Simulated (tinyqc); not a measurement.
Worked calculation: extended Hueckel theory, for H4. One step of it, computed by the program tinyqc.

Problem. Mulliken analysis. P = C n C^T; charge = valence electrons (H 1) minus the sum of (P S)_ii on the atom; overlap population = 2 sum P_ij S_ij between two atoms.

coefficients:
```
            MO1        MO2        MO3        MO4
1H 1s  0.273444   0.599446   0.760343   0.607853
2H 1s  0.416830   0.285188  -0.499702  -1.278663
3H 1s  0.416978  -0.284923  -0.498374   1.279800
4H 1s  0.273838  -0.598832   0.760269  -0.609400
```

occupations: 2.000000  2.000000  0.000000  0.000000

overlap S:
```
          1H 1s     2H 1s     3H 1s     4H 1s
1H 1s  1.000000  0.494180  0.150387  0.027871
2H 1s  0.494180  1.000000  0.587199  0.150633
3H 1s  0.150387  0.587199  1.000000  0.494794
4H 1s  0.027871  0.150633  0.494794  1.000000
```

Give: charges; Overlap populations.

Solution.

charges: 1H -0.1169, 2H 0.1166, 3H 0.1164, 4H -0.1161

Overlap populations:
```
pair      value
2-1    0.563235
3-1   -0.034153
3-2    0.217386
4-1   -0.031672
4-2   -0.034125
4-3    0.563680
```
